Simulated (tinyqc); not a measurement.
## Coupling and lever arm from microwave spectroscopy

Question. A charge qubit absorbs at h f = sqrt(ep^2 + 4 tc^2), ep = al (V - V0). Find al, V0 and tc.

Constants: q = 1.602176634e-19 C, h = 6.62607015e-34 J s. Results are converted to the units shown.

gate voltage (mV): 0.3853  0.4098  0.4294
resonance frequency Om/h (GHz): 3.5021712  3.1339932  5.0456878

Solution. (h f)^2 is a parabola in V: its curvature gives al, its vertex V0 and 4 tc^2.

al = 0.5900 eV/V
V0 = 0.4000 mV
tc = 5.800 ueV

Program tinyqc, `OMP_NUM_THREADS=1 python tinyqc.py 2470132 2470133 out.jsonl`; Intel Xeon 2.30GHz, shared host, one thread, about 0.01 s.
